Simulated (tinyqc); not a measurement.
Inputs raised by 5 %, one at a time: global model of a low-pressure process discharge: electron temperature, density, ion flux and ion energy. Computed by tinyqc, a small Python program. Command: `OMP_NUM_THREADS=1 python tinyqc.py 3112038 3112039 out.jsonl plasma sens`. One thread of a shared host (Intel(R) Xeon(R) Processor @ 2.30GHz), about 0.01 s of CPU time with the checks.

Maxwellian electrons with temperature T_e in eV, one positive ion, no negative ions, uniform bulk density n; rate constants have the Arrhenius form.

Inputs (values chosen for the exercise, of the order of those of an inductive discharge in a simple atomic gas):
```
quantity                          value   unit
ion mass M                           19      u
ionisation prefactor K0         7.9e-14  m^3/s
ionisation energy E_iz               14     eV
excitation prefactor X0           3e-14  m^3/s
excitation energy E_ex             10.4     eV
elastic rate constant K_el      6.6e-14  m^3/s
ion-neutral cross section       1.2e-18    m^2
pressure p                          1.8     Pa
gas temperature T_g                 500      K
radius R                             22     cm
height L                            8.4     cm
absorbed power P                   1400      W
bias power P_b                       57      W
radius of the biased electrode       10     cm
bias frequency                    13.56    MHz
```

Constants: k_B = 1.380649e-23 J/K; e = 1.602176634e-19 C; u = 1.6605390666e-27 kg; m_0 = 9.1093837015e-31 kg; eps_0 = 8.8541878128e-12 F/m.

Method:
- n_g = p/(k_B T_g); lambda_i = 1/(n_g sigma); h_L = 0.86/sqrt(3 + L/(2 lambda_i)), h_R = 0.8/sqrt(4 + R/lambda_i); A_eff = 2 pi R^2 h_L + 2 pi R L h_R; d_eff = pi R^2 L/A_eff.
- Particle balance: K0 exp(-E_iz/T_e) n_g d_eff = u_B, u_B = sqrt(e T_e/M).
- Root found by bracketing.
- E_c = E_iz + (X0 exp(-E_ex/T_e) E_ex + K_el (3 m_0/M) T_e)/K_iz; wall potential V_s = (T_e/2) ln(M/(2 pi m_0)); E_T = E_c + 2 T_e + T_e/2 + V_s; n = P/(e u_B A_eff E_T); ion current density J = e h_L n u_B; ionised share n/n_g.
- All bias power goes to ions: V_b = P_b/(J pi r^2). Debye length at the sheath edge lambda_D = sqrt(eps_0 T_e/(e h_L n)); Child-law sheath s = (sqrt2/3) lambda_D (2 V/T_e)^(3/4), V = V_b + V_s; ion transit time tau_i = 3 s sqrt(M/(2 e V)); collisions in the sheath s/lambda_i.

Runs:
```
input moved                  from     to  T_e (eV)  ion current density J (mA/cm^2)  bias voltage V_b (V)  sheath width s (mm)
base run                        -      -    2.0028                           7.6404                23.747              0.17388
ion mass M (u)                 19  19.95    1.9953                           7.6175                23.818              0.17238
ionisation energy E_iz (eV)    14   14.7    2.1109                           6.6273                27.377              0.20415
pressure p (Pa)               1.8   1.89    1.9817                           7.5956                23.887              0.17459
gas temperature T_g (K)       500    525    2.0244                           7.6836                23.613              0.17323
radius R (cm)                  22   23.1    1.9998                           6.9933                25.944              0.19087
height L (cm)                 8.4   8.82    1.9849                           7.5230                24.118              0.17642
absorbed power P (W)         1400   1470    2.0028                           8.0224                22.616              0.16523
```

Exponents ln(y'/y) / ln(x'/x):
```
input                      T_e  ion current density J  bias voltage V_b  sheath width s
ion mass M              -0.077                 -0.061             0.061          -0.178
ionisation energy E_iz   1.077                 -2.916             2.916           3.289
pressure p              -0.217                 -0.120             0.120           0.083
gas temperature T_g      0.219                  0.116            -0.116          -0.077
radius R                -0.032                 -1.814             1.814           1.910
height L                -0.184                 -0.317             0.317           0.297
absorbed power P         0.000                  1.000            -1.000          -1.047
```

To which inputs is each result most sensitive?

Among the inputs moved here: T_e answers most in size to ionisation energy E_iz (exponent +1.077), next to gas temperature T_g (+0.219); its exponent is below 0.0005 for absorbed power P. Its exponent 0.000 in absorbed power P: T_e follows from the particle balance. ion current density J answers most in size to ionisation energy E_iz (exponent -2.916), next to radius R (-1.814). Bias voltage V_b answers most in size to ionisation energy E_iz (exponent +2.916), next to radius R (+1.814). Its exponent -1.000 in absorbed power P: more ions share the bias power. Sheath width s answers most in size to ionisation energy E_iz (exponent +3.289), next to radius R (+1.910).
